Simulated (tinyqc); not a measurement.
## Charge imbalance from the loss of breakdown voltage

Inverse problem. In a superjunction of pillar doping N and length Lp an imbalance dl lowers BV by q |dl| N Lp^2/(4 eps0 eps_r), as long as the field reaches through the pillar. Find |dl| and the net dose error |dl| N wp.

Values chosen for this exercise: relative permittivity of the semiconductor eps_r = 9.49; width of each pillar wp = 1.5 um.

Constants: q = 1.602176634e-19 C, eps0 = 8.8541878128e-14 F/cm where lengths are in cm. Results are converted to the units shown.

BV balanced and BV measured (V): [2700, 2374.9687]
N = 1.0006517e17 cm^-3
Lp = 11.792486 um

Solution. The loss is linear in |dl|; its sign cannot be told from BV.

|dl| = 4.900 %
dose error = 7.355e11 cm^-2

tinyqc, about 0.01 s, one thread, Intel Xeon 2.30GHz (shared host): `OMP_NUM_THREADS=1 python tinyqc.py 2590069 2590070 out.jsonl`
